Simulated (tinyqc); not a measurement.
# Hot electrons in a saturated n-channel MOSFET, lucky-electron model: effects of single changes

Beyond pinch-off the lateral field grows as Esat cosh(y/l) over the velocity-saturated region (pseudo-two-dimensional model). Impact ionisation in this region gives the substrate current, which biases the body forward through Rsub. Currents are per width. Local-field laws: they overstate ionisation when the field peak is narrower than an energy relaxation length.

Values chosen for this exercise; values close to those of silicon n-channel devices: channel length L = 0.35 um; oxide thickness tox = 7.9 nm; junction depth xj = 130 nm; threshold VT = 0.72 V; effective mobility mu = 400 cm^2/(V s); saturation velocity vs = 7.7e6 cm/s; ionisation prefactor Ai = 2e6 1/cm; ionisation field Bi = 1.77 MV/cm; resistance of the lightly doped drain Rd = 700 ohm um; substrate resistance Rsub = 5100 ohm um; fall of VT per volt of forward body bias kb = 0.23; lifetime exponent m = 3; lifetime constant Hl = 5500 s uA/um; drain voltage Vd = 2.4 V; gate voltage Vg = 1.3 V.

Constants: eps0 = 8.8541878128e-14 F/cm where lengths are in cm. Results are converted to the units shown.

Each table varies one quantity; the others keep the values above.

## Effect of the channel length

Cox = 3.9 eps0/tox, l = sqrt(3 tox xj), Esat = 2 vs/mu. Overdrive g = Vg - VT + kb Vb; Vdsat = g Esat L/(g + Esat L); Id = Cox vs (g - Vdsat); dV = Vd - Id Rd - Vdsat; Em = sqrt((dV/l)^2 + Esat^2); Isub = Id (Ai/Bi) l Em exp(-Bi/Em). Vb = Rsub Isub is solved self-consistently. Lifetime tau = (Hl/Id)(Isub/Id)^(-m); 1 year = 3.15576e7 s.

Result of one run:
```
L (um)	Id (uA/um)	Em (MV/cm)	Isub (uA/um)	Isub/Id	tau (years)
0.7	34.63	0.3441	0.4363	0.01260	2.517
```

What becomes of these results when the channel length L is changed from 0.7 to 0.25 um, all else the same?

Result of the changed run:
```
L (um)	Id (uA/um)	Em (MV/cm)	Isub (uA/um)	Isub/Id	tau (years)
0.25	73.70	0.3599	1.216	0.01650	0.5269
```

The whole series:
```
L (um)	Id (uA/um)	Em (MV/cm)	Isub (uA/um)	Isub/Id	tau (years)
0.17	92.20	0.3673	1.715	0.01860	0.2940
0.25	73.70	0.3599	1.216	0.01650	0.5269
0.35	58.92	0.3539	0.8801	0.01494	0.8876
0.49	46.01	0.3487	0.6285	0.01366	1.486
0.7	34.63	0.3441	0.4363	0.01260	2.517
0.99	25.81	0.3406	0.3050	0.01182	4.092
1.4	18.98	0.3378	0.2132	0.01123	6.477
```

As L goes from 0.17 to 1.4 um, Em falls from 0.367 to 0.338 MV/cm, Isub falls from 1.71 to 0.213 uA/um and tau rises from 0.294 to 6.48 years. From the first row to the last, log10(tau) changes by 1.3: 0.66 from (Isub/Id)^(-m), which holds Em and l, and 0.69 from 1/Id. For L = 0.17 to 0.25 um the saturated region takes over 60 % of L, so using the full L in Vdsat is rough.

## Effect of the drain voltage

Same model as above.

Effect of the drain voltage:
```
Vd (V)	Id (uA/um)	Em (MV/cm)	Isub (uA/um)	Isub/Id	tau (years)
1.5	58.74	0.1936	0.007651	1.302e-4	1.343e6
1.67	58.75	0.2237	0.03023	5.146e-4	2.177e4
1.84	58.76	0.2540	0.08797	0.001497	883.8
2.01	58.78	0.2843	0.2071	0.003522	67.85
2.19	58.83	0.3164	0.4341	0.007379	7.375
2.36	58.90	0.3468	0.7775	0.01320	1.286
2.53	59.00	0.3771	1.278	0.02166	0.2906
2.7	59.14	0.4075	1.964	0.03322	0.08040
```

As Vd goes from 1.5 to 2.7 V, Em rises from 0.194 to 0.408 MV/cm, Isub rises from 0.00765 to 1.96 uA/um and tau falls from 1.34e6 to 0.0804 years. The slope of ln(tau) against 1/Vd is 60.7 V between the first two rows and 51.6 V between the last two; ten years are last met at Vd = 2.01 V among the rows. For Vd = 1.5 to 1.67 V tau is a far extrapolation that only says that hot carriers are no limit.

## Effect of the junction depth

Same model as above.

Effect of the junction depth:
```
xj (nm)	Id (uA/um)	Em (MV/cm)	Isub (uA/um)	Isub/Id	tau (years)
52	59.85	0.5567	5.498	0.09185	0.003758
71	59.39	0.4772	3.218	0.05419	0.01844
96	59.10	0.4111	1.766	0.02989	0.1105
130	58.92	0.3539	0.8801	0.01494	0.8876
180	58.82	0.3015	0.3692	0.006278	11.98
240	58.77	0.2618	0.1520	0.002587	171.3
320	58.75	0.2276	0.05514	9.386e-4	3588
```

As xj goes from 52 to 320 nm, Em falls from 0.557 to 0.228 MV/cm, Isub falls from 5.50 to 0.0551 uA/um and tau rises from 0.00376 to 3590 years. From the first row to the last, log10(tau) changes by 6.0: 6.0 from (Isub/Id)^(-m), which holds Em and l, and 0.0081 from 1/Id. At xj = 320 nm the saturated region takes over 60 % of L, so using the full L in Vdsat is rough. At xj = 320 nm tau is a far extrapolation that only says that hot carriers are no limit.

Program tinyqc, `OMP_NUM_THREADS=1 python tinyqc.py 2550073 2550074 out.jsonl`; Intel Xeon 2.30GHz, shared host, one thread, about 0.01 s.
